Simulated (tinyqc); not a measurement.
What moves the results: trap in a gate oxide as a short-range spherical well. A value that a table varies takes the place of the one given here.

A spherical well of radius R and depth V0 below the conduction edge, one mass m, c = hbar^2/2m0. The s level at binding Et solves k cot(k R) = -kappa with k = sqrt(m (V0 - Et)/c), kappa = sqrt(m Et/c); it exists for V0 > Vc = c (pi/2R)^2/m. Outside, psi falls as exp(-kappa r)/r.

Lucovsky model (delta well, plane-wave final states, no local-field factor): sigma = (32 pi alpha c/(3 n_r m Et)) (x - 1)^(3/2)/x^3, x = h nu/Et, c = hbar^2/2m0; 1 angstrom^2 = 1e-16 cm^2.

Energies from the conduction edge of the channel. The trap level at depth x is E_T = dEc - Et - e Fox x (1 MV/cm = 0.01 eV/angstrom). An electron at the channel edge tunnels with the WKB exponent S = (4/3) sqrt(m/c) [dEc^(3/2) - (dEc - e Fox x)^(3/2)]/(e Fox), c = hbar^2/2m0; tau = t0 exp(S); the occupation is f = 1/(1 + exp((E_T - EF)/kB T)), tau_c = tau/f and tau_e = tau/(1 - f). Lattice relaxation is left out; a level below the channel edge needs phonons as well, so tau is then a lower bound, while a level above it can also empty elastically at its own energy, through a thinner barrier, faster than this tau.

Constants: hbar^2/2m0 = 3.80998211 eV angstrom^2; fine-structure constant alpha = 0.007297352564; kB = 8.617333262e-05 eV/K.

Values chosen for the exercise (near those of SiO2 on 4H SiC; not measured data): R = 4.8 angstrom (radius of the well); m = 0.476 m0 (mass); fV = (1.03, 1.12, 1.34, 1.48, 2.19, 3.01, 6.45) (V0/Vc); n_r = 1.49 (refractive index); xs = (1.09, 1.28, 1.53, 1.74, 2.36, 2.66, 3.81, 7.12) (photon energies h nu/Et); dEc = 2.69 eV (conduction offset to the channel); Fox = 4 MV/cm (oxide field, lowering levels away from the channel); t0 = 2.4 x 1e-11 s (time constant at the interface); T = 300 K (temperature); EF = 0.01 eV (Fermi level above the channel edge); ds = (2, 4, 7, 10, 14, 19) angstrom (depths); V0 = 5 eV (depth of the well); x = 5 angstrom (depth of the trap).

## From threshold to a deep level

Et against the depth at fixed R; near threshold Et = (pi^2/16)(V0 - Vc)^2/Vc.

Results:
```
V0/Vc  V0 (eV)    Et (eV)  threshold form (eV)  1/kappa (angstrom)  share outside
1.03     0.883  0.0004656            0.0004759               131.1          0.964
1.12     0.960   0.007002             0.007614                33.8          0.869
1.34     1.149    0.04910              0.06112                12.8          0.696
1.48     1.269    0.09066               0.1218                 9.4          0.615
2.19     1.877     0.4085               0.7488                 4.4          0.375
3.01     2.580     0.8967                2.136                 3.0          0.250
6.45     5.529      3.404                15.71                 1.5          0.093
```

The threshold form holds to 10 % up to V0/Vc = 1.12 of those listed. There the state is mostly outside the well (96 % in the first row) and knows only Et, which is why a delta-well model works; more than half is inside from V0/Vc = 2.19 on. A second s level would need V0/Vc > 9.

## Neutral against charged centre

Et = 2.92795 eV

Lucovsky cross-section, its shape relative to the peak, and the shape of a hydrogen-like centre relative to threshold: x^-4 exp(4 - 4 atan(e)/e)/(1 - exp(-2 pi/e)), e = sqrt(x - 1).

Results:
```
x     h nu (eV)  sigma (1e-18 cm^2)  relative to peak  hydrogen-like
1.09      3.191               0.935             0.167          0.794
1.28      3.748                3.17             0.565          0.514
1.53      4.480                4.83             0.862          0.314
1.74      5.095                5.42             0.967          0.219
2.36      6.910                5.41             0.965          0.092
2.66      7.788                5.10             0.909          0.065
3.81     11.156                3.82             0.681          0.023
7.12     20.847                1.88             0.336          0.003
```

The short-range centre starts from zero, reaches half its peak at x = 1.24 and peaks at x = 2; in the last row it still has 34 % of the peak. The Coulomb centre is largest at threshold and is down to 0.3 % there. Reading the peak as the threshold would misplace the level by a factor 2, here 2.93 eV. Rows above the gap, about 9 eV, are hidden by band-to-band absorption.

## Depth of the trap

Each depth has its own level and time; the corner frequency is 1/(2 pi tau).

Results:
```
x (angstrom)  E_T (eV)      S  tau (s)  corner (Hz)      f
2               -0.318   2.30  2.4e-10      6.6e+08  1.000
4               -0.398   4.57  2.3e-09      6.9e+07  1.000
7               -0.518   7.90  6.5e-08      2.5e+06  1.000
10              -0.638  11.15  1.7e-06      9.5e+04  1.000
14              -0.798  15.36  0.00011      1.4e+03  1.000
19              -0.998  20.39    0.017          9.2  1.000
```

tau spans 7.9 decades, one decade for each 2.03 angstrom at the start and 2.29 at the end, where the field has thinned the barrier. Traps spread evenly in depth are thus spread nearly evenly in ln tau; if levels near EF exist at every depth, this sums to 1/f noise and to charging that grows as ln t. With the single Et of this table only depths where f is neither 0 nor 1 contribute. The level stays below EF at all these depths.

## What each parameter does

Et from the well, then the level and the time. Each row changes one parameter from the base and keeps the others.

Results:
```
case            Et (eV)  E_T (eV)  log10 tau (s)  ln(tau_c/tau_e)
base              2.928    -0.438          -8.15            -17.3
x = 7 angstrom    2.928    -0.518          -7.19            -20.4
Fox = 5 MV/cm     2.928    -0.488          -8.16            -19.3
dEc = 2.47 eV     2.928    -0.658          -8.26            -25.8
m = 0.524 m0      3.072    -0.582          -8.03            -22.9
V0 = 5.25 eV      3.152    -0.662          -8.15            -26.0
T = 350 K         2.928    -0.438          -8.15            -14.9
EF = 0.06 eV      2.928    -0.438          -8.15            -19.3
```

The largest shifts from the base row, up to three for each result and ties (the steps differ in size, so this ranks the rows, not the parameters). Et (eV): V0 +0.224, m +0.144; unchanged at the printed digits by x, Fox, dEc, T and EF. E_T (eV): V0 -0.224, dEc -0.220, m -0.144; unchanged at the printed digits by T and EF. log10 tau (s): x +0.96, m +0.12, dEc -0.11; unchanged at the printed digits by V0, T and EF. ln(tau_c/tau_e): V0 -8.7, dEc -8.5, m -5.6.

Run: tinyqc, `OMP_NUM_THREADS=1 python tinyqc.py 1281265 1281266 out.jsonl`; Intel(R) Xeon(R) Processor @ 2.30GHz, one thread, shared host; about 0.01 s of CPU time with all checks.
